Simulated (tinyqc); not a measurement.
One level coupled to a phonon between two leads, self-consistent Born approximation: one step of the calculation.

Wide-band leads with mu_L = +V/2 and mu_R = -V/2; phonons in equilibrium, Nq = 1/(exp(w0/kB T) - 1). Scattering links only energies that differ by w0, so a ladder E_k = E1 + k w0 closes on itself; terms that reach past its ends are dropped. Gn and Gp are the electron and hole parts of the spectral function A = Gn + Gp.

Problem. Green functions. |G|^2 = 1/[(E - ed)^2 + (GL + GR + Sin + Sout)^2/4], Gn = |G|^2 (GL fL + GR fR + Sin), Gp = |G|^2 (GL (1 - fL) + GR (1 - fR) + Sout), f = 1/(1 + exp((E - mu)/kB T)). On a single ladder the real part of the phonon self-energy, which needs all energies, is left out.

Inputs (values chosen for the exercise):

| symbol | value | unit | meaning |
|---|---|---|---|
| T | 150 | K | temperature of leads and phonons |
| ed | -48 | meV | level |
| GL | 39 | meV | coupling to the left lead |
| GR | 15 | meV | coupling to the right lead |
| V | 146 | mV | bias |

Constants: q = 1.602176634e-19 C, kB = 1.380649e-23 J/K, Vt = kB T/q. Results are converted to the units shown.

```
rung  E (meV)     Sin (meV)   Sout (meV)
0         -85     5.4695738  0.040996610
1         -35     1.0761656   0.25876463
2          15    0.34638228    1.9673686
3          65   0.027803543   0.41053168
4         115  0.0049345234   0.26533913
5         165  1.3781474e-4   0.23787159
```

Give: Gn after iteration 1; Gp after iteration 1.

Solution.

```
rung  Gn after iteration 1 (1/meV)  Gp after iteration 1 (1/meV)
0                         0.024495                     0.0019030
1                         0.043682                      0.015532
2                        0.0081752                     0.0036509
3                        0.0018784                     0.0021511
4                        5.3532e-5                     0.0019340
5                        6.8833e-7                     0.0011757
```

Range of the model: The self-consistent Born approximation keeps only non-crossing phonon lines and no Hartree shift; it is rough once the coupling nears the phonon energy.

Computed by the program tinyqc: `OMP_NUM_THREADS=1 python tinyqc.py 2720004 2720005 out.jsonl`, one thread of a shared Intel Xeon 2.30GHz, about 0.04 s for the whole run.
